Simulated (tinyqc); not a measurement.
# Threshold-voltage variability of a planar MOSFET, analytic estimates: scaling length and width together

Three independent sources add in quadrature: random dopants in the depleted layer, metal-gate grains of two orientations, and roughness of the two gate edges acting through the roll-off VT = VT(long) - Vr exp(-L/l). These are first-order estimates: no three-dimensional electrostatics, no percolation.

ni = sqrt(Nc Nv) exp(-Eg/(2 Vt)), Eg in volts; Cox = 3.9 eps0/ti; Wd = sqrt(4 eps0 eps_r Vt ln(Na/ni)/(q Na)); dopants: s1 = (q/Cox) sqrt(Na Wd/(3 L W)). Grains: Ng = L W/G^2 (at least 1), s2 = dW sqrt(p (1 - p)/Ng). Edges, with exponential correlation and u = W/La: the mean gate length has sL^2 = 2 De^2 (2/u)[1 - (1 - exp(-u))/u]; s3 = sL (Vr/l) exp(-L/l). s = sqrt(s1^2 + s2^2 + s3^2). l and Vr are held fixed. W = 3.333333333 L in every row; l is held fixed.

Parameters, values chosen for the exercise; material values close to those of silicon: temperature T = 273 K; band gap Eg = 1.12 eV; relative permittivity of the semiconductor eps_r = 11.8; conduction-band density of states at T Nc = 2.4e19 cm^-3; valence-band density of states at T Nv = 2.29e19 cm^-3; channel doping Na = 3.4e17 cm^-3; oxide-equivalent thickness in inversion ti = 1.5 nm; metal grain size G = 15 nm; work-function difference of the two grain orientations dW = 0.15 eV; share of the orientation of higher work function p = 0.6; rms roughness of one gate edge De = 0.7 nm; correlation length of the roughness La = 10 nm; decay length of the threshold roll-off l = 13 nm; prefactor of the roll-off Vr = 2.1 V.

Constants: q = 1.602176634e-19 C, kB = 1.380649e-23 J/K, Vt = kB T/q, eps0 = 8.8541878128e-14 F/cm where lengths are in cm. Results are converted to the units shown.

Scaling length and width together:
```
L (nm)	s1 (mV)	s2 (mV)	s3 (mV)	s (mV)	s sqrt(L W) (mV um)
29	10.788	20.819	7.4002	24.588	1.3018
36	8.6903	16.771	3.9197	19.291	1.2679
44	7.1103	13.721	1.9319	15.574	1.2511
54	5.7936	11.180	0.81351	12.619	1.2441
66	4.7402	9.1476	0.29391	10.307	1.2420
81	3.8624	7.4536	0.084050	8.3953	1.2415
99	3.1601	6.0984	0.019105	6.8685	1.2415
```

Read the table: what changes, and by how much?

As L goes from 29 to 99 nm, s falls from 24.6 to 6.87 mV. The grains are the largest source in the first and the last row. The product s sqrt(L W) falls from 1.30 to 1.24 mV um: s1 and s2 go as 1/sqrt(L W), so the change comes from s3 alone. For L = 29 to 54 nm the depletion depth exceeds L, so source and drain share much of the charge and s1 is rough.

Numbers from tinyqc (`OMP_NUM_THREADS=1 python tinyqc.py 2090160 2090161 out.jsonl`; about 0.01 s on one thread of a shared Intel Xeon 2.30GHz).
